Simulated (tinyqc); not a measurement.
Hexagonal on-chip spiral inductor, lumped pi model: one step of the calculation.

Outer diameter do = di + 2 n wd + 2 (n - 1) sp, mean da = (do + di)/2, fill p = (do - di)/(do + di), length l = 3.464 n da. L = 2.33 mu0 n^2 da/(1 + 3.82 p), mu0 = 4 pi 1e-7 H/m. Rs = rho l/(wd delta (1 - exp(-th/delta))), delta = sqrt(rho/(pi f mu0)). Cs = n wd^2 eps0 eo/hu across the coil. At each end Cox = l wd eps0 eo/(2 ho) leads to the substrate branch Rsi = 2 rs he/(l wd) in parallel with Csi = l wd eps0 11.7/(2 he). With one end grounded Y = 1/(Rs + i w L) + i w Cs + 1/[1/(i w Cox) + 1/(1/Rsi + i w Csi)], w = 2 pi f; Q = -Im Y/Re Y. Eddy currents in neighbouring turns and in the substrate are left out.

Problem. Geometry and model elements. do, l, L, delta, Rs, Cs, Cox, Rsi and Csi as defined.

Inputs (values chosen for the exercise); values of the order met in silicon radio-frequency processes: number of turns n = 1.5; line width wd = 20 um; space between turns sp = 3 um; inner diameter di = 140 um; metal thickness th = 3.4 um; metal resistivity rho = 1.9 uohm cm; oxide below the coil ho = 9.3 um; oxide between coil and underpass hu = 0.9 um; relative permittivity of the oxide eo = 4.1; substrate resistivity rs = 20 ohm cm; effective spreading depth in the substrate he = 50 um; frequency f = 1.2 GHz.

Constants: eps0 = 8.8541878128e-12 F/m. Results are converted to the units shown.

Wanted: do; l; L; delta; Rs; Cs; Cox; Rsi; Csi.

Solution.

do = 203.0 um
l = 891.1 um
L = 0.6640 nH
delta = 2.003 um
Rs = 0.5175 ohm
Cs = 24.20 fF
Cox = 34.78 fF
Rsi = 1122 ohm
Csi = 18.46 fF

Program tinyqc, `OMP_NUM_THREADS=1 python tinyqc.py 2302102 2302103 out.jsonl`; Intel Xeon 2.30GHz, shared host, one thread, about 0.01 s.
